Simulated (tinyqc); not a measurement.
Cabrera-Mott growth of a thin oxide under its own electric field: one step, computed by the program tinyqc. Command: `OMP_NUM_THREADS=1 python tinyqc.py 3005772 3005773 out.jsonl cabrera walk`. One thread of a shared host (Intel(R) Xeon(R) Processor @ 2.30GHz), about 0.01 s of CPU time with the checks.

Electrons cross the film freely and set a fixed potential V across it; the field V/x lowers the barrier for ions entering the oxide.

Task: Scales. u = u0 exp(-W/(k_B T)), X1 = z b V/(k_B T) with V in volts and k_B T in eV; dx/dt = 2 u sinh(X1/x).

Inputs (values chosen for the exercise, for a model metal):
```
quantity                     value        unit
barrier W                     1.11          eV
Mott potential V               1.2           V
ion charge number z              1           -
half jump distance b           1.9    angstrom
prefactor u0 = N Omega nu  7.2e+13  angstrom/s
temperature T                  200           K
```

Backward hops: kept.

Constants: k_B = 8.617333262e-05 eV/K.

Give: u; X1.

Result:

u = 7.701e-15 angstrom/s

X1 = 132.3 angstrom
